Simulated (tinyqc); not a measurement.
Inside a calculation: model-solid line-up of a strained alloy layer on a substrate. Values are carried at full precision from step to step, so a last printed digit may differ when a step is redone from the rounded ones.

All values of the alloy are linear in x but the gap, Eg(x) = (1 - x) Eg_A + x Eg_B - C x (1 - x), and the valence edge, Ev(x) = (1 - x) Ev_A + x Ev_B + fv C x (1 - x); Ec = Ev + Eg. Ev is the top of the unstrained valence band on a scale common to all materials. In the layer only the Gamma valley of the conduction band is followed, also where an X or L valley would lie lower.

Values chosen for the exercise (A near GaP, B near InP, substrate near GaAs; shifted at random, so the results belong to these values and not to a real crystal):
- a = (5.453, 5.863) angstrom (lattice constant of A, B)
- Eg = (2.88, 1.413) eV (gap at Gamma to the s-like level of A, B)
- Dso = (0.08, 0.109) eV (spin-orbit splitting of A, B)
- Ev = (-1.28, -0.95) eV (top of the unstrained valence band of A, B)
- ac = (-8.14, -6.04) eV (conduction deformation potential of A, B)
- av = (1.69, 0.6) eV (valence hydrostatic potential of A, B)
- b = (-1.62, -1.97) eV (tetragonal shear potential of A, B)
- d = (-4.61, -4.98) eV (trigonal shear potential of A, B)
- C11 = (138.8, 102.1) GPa (of A, B)
- C12 = (62.8, 55.6) GPa (of A, B)
- C44 = (69.6, 45.4) GPa (of A, B)
- C = 0.729 eV (bowing of the gap)
- fv = 0 (share of the bowing taken by the valence edge)
- x = 0.25 (fraction of B)
- a_s = 5.65 angstrom (substrate)
- face = 001 (growth face)
- Eg_s = 1.504 eV (lowest gap of the substrate)
- Ev_s = -0.81 eV (substrate valence edge)

## Values of the alloy

Interpolate.

Alloy at x (a in angstrom, C11, C12, C44 in GPa, all else in eV):
```
symbol     value
a         5.5555
Eg        2.3766
Dso       0.0872
Ev       -1.1975
ac       -7.6150
av        1.4175
b        -1.7075
d        -4.7025
C11     129.6250
C12      61.0000
C44      63.5500
```

## Strain on the (001) substrate

Coherent growth on a (001) face: e_par = (a_s - a)/a, e_perp = -2 (C12/C11) e_par; exx = eyy = e_par, ezz = e_perp, no shear.

Use the values of the alloy.

e_par = 0.017010
e_perp = -0.016010

strain tensor in the cubic axes, rows x, y, z and columns alike:
$$\begin{pmatrix}
0.017010 & 0.000000 & 0.000000 \\
0.000000 & 0.017010 & 0.000000 \\
0.000000 & 0.000000 & -0.016010
\end{pmatrix}$$

The layer is under tension in the plane; its volume changes by +1.801 %.

## Strained band edges

Strained edges: Ec + ac tr(e); the valence edges are Ev plus the levels of the 6 x 6 matrix of X, Y, Z times spin with -Dso/3 + l exx + m (eyy + ezz) on the diagonal (cyclic), n exy off it, l = av + 2 b, m = av - b, n = sqrt(3) d. Spin-orbit term (Dso/3) L.sigma on X, Y, Z with (L_k)_ij = -i epsilon_kij: <X+|H|Y+> = -i Dso/3, <X+|H|Z-> = Dso/3, <Y+|H|Z-> = -i Dso/3, <Z+|H|X-> = -Dso/3, <Z+|H|Y-> = i Dso/3, <X-|H|Y-> = i Dso/3, and their conjugates; + and - are the spin along z.

Give the hydrostatic shifts, the strain block and the edges.

ac tr(e), av tr(e) (eV): [-0.1372, 0.0255]

strain block (eV), rows X, Y, Z and columns alike:
$$\begin{pmatrix}
-0.0309 & 0 & 0 \\
0 & -0.0309 & 0 \\
0 & 0 & 0.1383
\end{pmatrix}$$

Ec and the three valence edges from the top (eV): [1.0419, -1.0801, -1.2284, -1.2947]

strained gap = 2.1220 eV

Strain moves the gap by -255 meV: -163 meV from the volume and -92 meV from the splitting of the valence edge, which always raises the top.

## Offsets against the substrate material

dEc = Ec(substrate) - Ec(layer), dEv = Ev(layer) - Ev(substrate); positive values confine the carrier in the layer. Type I: both of one sign; type II: opposite signs; type III: the gaps do not overlap.

Give also the smallest gap across the interface, min Ec - max Ev.

dEc = -0.3479 eV
dEv = -0.2701 eV

type: I

smallest gap = 1.5040 eV

Both carriers collect in the substrate material; the conduction band takes 56 % of the gap difference. Where the alloy is indirect its X or L edge, left out, lies lower and changes dEc.

## Critical thickness (Matthews-Blakeslee, single layer)

h = K (ln(h/b) + 1) with K = b (1 - nu/4)/(4 pi |e_par| (1 + nu)) for 60-degree dislocations, b = a/sqrt(2) the Burgers vector (not the shear potential of the table), nu = C12/(C11 + C12). Iterate from h = 10 b until h changes by less than 1e-6 of itself.

b (Burgers vector) = 3.9283 angstrom
nu = 0.3200
K = 12.81 angstrom

first iterates (angstrom): [39.3, 42.3, 43.2, 43.5, 43.6, 43.6]

critical thickness = 4.37 nm

Thicker layers can relax, and the strained edges then no longer apply; metastable growth often exceeds this equilibrium value.

## Checks

- Valence edges against the closed form for (001) strain: they agree to 1e-10 or better.

Run: tinyqc, `OMP_NUM_THREADS=1 python tinyqc.py 1051558 1051559 out.jsonl`; Intel(R) Xeon(R) Processor @ 2.30GHz, one thread, shared host; about 0.02 s of CPU time with all checks.
